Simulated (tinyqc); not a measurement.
Saddle-point parameters from gate and bias data.

Inverse problem. In a saddle-point contact at zero temperature mu - V0 = al (Vg - Vp), riser n is centred where this equals wy (n + 1/2), its largest slope is dg/dmu = pi/(2 wx) (neighbouring modes neglected), and in bias spectroscopy neighbouring risers meet at q V = wy. Find al, Vp and wx.

gate voltages at the middle of the first and second risers (V): -2.0216667  -1.865
largest dg/dVg on a riser = 9.8174770 1/V
bias at which two neighbouring risers meet = 4.7 mV

Solution. The bias gives wy, the gate spacing then gives al = wy/(Vg2 - Vg1), and the slope gives wx = al pi/(2 dg/dVg).

lever arm al = 0.0300 eV/V
Vp = -2.10 V
wx = 4.80 meV

Numbers from tinyqc (`OMP_NUM_THREADS=1 python tinyqc.py 2740111 2740112 out.jsonl`; about 0.05 s on one thread of a shared Intel Xeon 2.30GHz).
